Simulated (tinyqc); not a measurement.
Inside a calculation. Model: grain-boundary diffusion: Harrison regimes, Fisher and Le Claire analysis, Hart average. Computed by tinyqc, a small Python program that keeps every step. Command: `OMP_NUM_THREADS=1 python tinyqc.py 3028663 3028664 out.jsonl gbdiff walk`. One thread of a shared host (Intel(R) Xeon(R) Processor @ 2.30GHz), about 0.01 s of CPU time with the checks. Intermediate numbers are printed to about 6 digits and carried at full precision; extremes and crossings named in words are read from the listed rows.

A boundary is a slab of width delta with diffusivity D_b, normal to a surface held at constant concentration; it leaks into grains of diffusivity D.

Inputs (values chosen for the exercise, for a model polycrystal): melting point T_m = 1050 K; lattice prefactor D0 = 7.1e-06 m^2/s; lattice activation energy E = 1.52 eV; boundary prefactor D0b = 1.8e-05 m^2/s; boundary activation energy E_b = 0.991 eV; boundary width delta = 0.97 nm; segregation factor s = 1; grain size d = 0.24 um; temperature T = 464 K; time t = 17000 s.

Constants: k_B = 8.617333262e-05 eV/K.

## Diffusivities

D = D0 exp(-E/(k_B T)), D_b = D0b exp(-E_b/(k_B T)). Triple product P = s delta D_b.

D = 2.19604e-22 m^2/s

D_b = 3.10053e-16 m^2/s

triple product P = 3.00751e-25 m^3/s

At T/T_m = 0.44 the boundary is 1.4e6 times faster than the lattice.

## Regime

l = sqrt(D t); P = s delta D_b; alpha = s delta/(2 l); beta = P/(2 D l). Regime A if l > 3 d, C if alpha > 1, B if alpha < 0.1, l < d/4 and beta > 10, otherwise a transition.

lattice diffusion length l = 0.00193217 um

alpha = 0.251014

beta = 354399

Regime: transition

The run lies between the ideal regimes.

## Effective diffusivity

Hart average for parallel slabs: f = delta/d, D_eff = (s f D_b + (1 - f) D)/(1 - f + s f); share of the boundaries = s f D_b/(s f D_b + (1 - f) D); depth sqrt(D_eff t).

boundary fraction f = 0.00404167

D_eff = 1.25335e-18 m^2/s

share of the boundaries = 0.999825

depth sqrt(D_eff t) = 0.145969 um

Caution: outside regime A (which needs sqrt(D t) above about 3 d) the Hart average and its depth are formal: they describe a profile only in regime A or at steady state.

## Penetration along an isolated boundary

Fisher: the mean concentration falls as exp(-y/y_F), y_F = sqrt(P) (pi t/(4 D))^(1/4), with the boundary equation P d2c/dy2 = 2 c sqrt(D/(pi t)). Le Claire (from the Whipple solution): ln c falls as -(y/y_L)^(6/5) with P = 1.322 sqrt(D/t) y_L^2.

Fisher depth y_F = 1.53136 um

Le Claire depth y_L = 1.41478 um

The tail reaches 732 lattice lengths l; y_L/l = sqrt(2 beta/1.322). Caution: the Fisher and Le Claire forms need regime B with beta above 10.

## Whipple integral against the two closed forms

Whipple, boundary part of the mean concentration in units of c0 l per boundary, for D_b/D far above beta: c(eta) = (2 eta/sqrt(pi)) int_1^infinity exp(-eta^2/(4 u)) u^(-3/2) [exp(-Y^2)/sqrt(pi) - Y erfc(Y)] du with Y = (u - 1)/(2 beta), eta = y/l; w = eta/sqrt(beta). The last columns are -ln[c(y)/c(w = 1)] from the integral, from Fisher, (y - y1)/y_F, and from Le Claire, (y/y_L)^(6/5) - (y1/y_L)^(6/5), with y1 the depth at w = 1.

Tail of the profile:
```
w      y (um)            c  Whipple   Fisher  Le Claire
1.5    1.7254  4.83094e-01   0.5300  0.37556     0.4889
2.0    2.3005  2.80073e-01   1.0751  0.75113     1.0120
3.0    3.4507  9.01551e-02   2.2086  1.50225     2.1351
4.0    4.6010  2.74934e-02   3.3962  2.25338     3.3371
5.0    5.7512  7.97236e-03   4.6342  3.00450     4.6012
6.0    6.9015  2.20516e-03   5.9194  3.75563     5.9173
8.0    9.2020  1.47997e-04   8.6207  5.25788     8.6786
10.0  11.5025  8.46416e-06  11.4821  6.76013    11.5829
```

At w = 10 the integral has fallen by 11.48 in the logarithm, Fisher by 6.76 and Le Claire by 11.58: the true tail bends down faster than an exponential, which is why profiles are plotted against y^(6/5). Caution: outside regime B these isolated-boundary profiles are formal.

## Lattice against boundary over temperature

D_eff = (s f D_b + (1 - f) D)/(1 - f + s f), f = delta/d; share of the boundaries = s f D_b/(s f D_b + (1 - f) D).

Diffusivities (m^2/s):
```
T/T_m  T (K)            D          D_b        D_eff     share      regime
0.3      315  3.40666e-30  2.51171e-21  1.01515e-23  1.000000           C
0.4      420  4.09318e-24  2.31098e-17  9.34061e-20  0.999956           C
0.5      525  1.81928e-20  5.52193e-15  2.23359e-17  0.999189           B
0.6      630  4.91806e-18  2.12628e-13  8.64272e-16  0.994333  transition
0.7      735  2.68448e-16  2.88498e-12  1.19275e-14  0.977584           A
0.8      840  5.39088e-15  2.03955e-11  8.78009e-14  0.938849           A
0.9      945  5.55838e-14  9.33624e-11  4.32699e-13  0.872061           A
1.0     1050  3.59401e-13  3.15269e-10  1.63216e-12  0.780691           A
```

The apparent activation energy of D_eff is 0.99 eV between the first rows and 1.08 eV between the last, against E_b = 0.991 and E = 1.52 eV. The boundaries carry most of the flux up to the melting point. Caution: outside regime A, D_eff and the share of the boundaries hold only at steady state.

Checks made by the program: Le Claire's slope against the Whipple integral (relative difference 2e-02).
